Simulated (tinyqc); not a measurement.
Input admittance of a MOSFET at zero drain bias: distributed channel and distributed gate: two steps of the calculation.

Source and drain grounded, strong inversion, w = 2 pi f, Cox = eps0 eox/tox. The channel is an RC line of resistance 1/(mu Cox Vo) per square fed from both ends, so one finger has the intrinsic admittance y = i w Cox L tanh(g)/g per width, g = (1/2) sqrt(i w tau), tau = L^2/(mu Vo). The vertical resistance rv/L is in series with y, the overlaps 2 i w Cov in parallel: y_t = 1/(1/y + rv/L) + 2 i w Cov. The gate strip is a line of Rsh/L per length loaded by y_t, so a finger has Y = y_t Wf tanh(k)/k, k = (Wf/sd) sqrt(y_t Rsh/L); the device has Nf Y.

Values chosen for this exercise; values of the order met in silicon radio-frequency transistors:

| symbol | value | unit | meaning |
|---|---|---|---|
| eox | 3.9 |  | relative permittivity of the gate insulator (close to silicon dioxide) |
| tox | 3 | nm | insulator thickness |
| L | 0.99 | um | channel length |
| Wf | 5.6 | um | finger width |
| Nf | 8 |  | number of fingers |
| mu | 210 | cm^2/(V s) | channel mobility |
| Vo | 0.78 | V | gate overdrive |
| Rsh | 3.1 | ohm/square | sheet resistance of the gate |
| rv | 0 | ohm um^2 | vertical resistivity of the gate stack |
| sd | 1 |  | number of ends at which a finger is contacted |
| Cov | 0.21 | fF/um | overlap and fringe capacitance on each side |
| f | 25 | GHz | frequency |

Constants: eps0 = 8.8541878128e-14 F/cm where lengths are in cm. Results are converted to the units shown.

Task 1. Admittance of the channel and stack per width. tau, g, c = Cox L, y and y_t as defined.

Give: tau; g; c; y; y_t.

Result 1.

tau = 59.835 ps
g = 1.0839+1.0839i
c = 11.395 fF/um
y = 744.7+1098.1i uS/um
y_t = 744.7+1164.0i uS/um

w tau = 9.40, and Im y is 0.613 of w c.

Task 2. Input impedance of the device. k and Y as defined; Z = 1/(Nf Y) = R + 1/(i w C); Q = |Im Z|/R; signal at the point farthest from a contact |1/cosh k|.

y_t = 744.6728+1164.0390i uS/um

Wanted: k; Nf Y; R; C; Q; signal at the far point.

Result 2.

k = 0.32313+0.17688i
Nf Y = 34.390+49.633i mS
R = 9.4319 ohm
C = 467.67 fF
Q = 1.4432
signal at the far point = 0.96353

Program tinyqc, `OMP_NUM_THREADS=1 python tinyqc.py 2262232 2262233 out.jsonl`; Intel Xeon 2.30GHz, shared host, one thread, about 0.01 s.
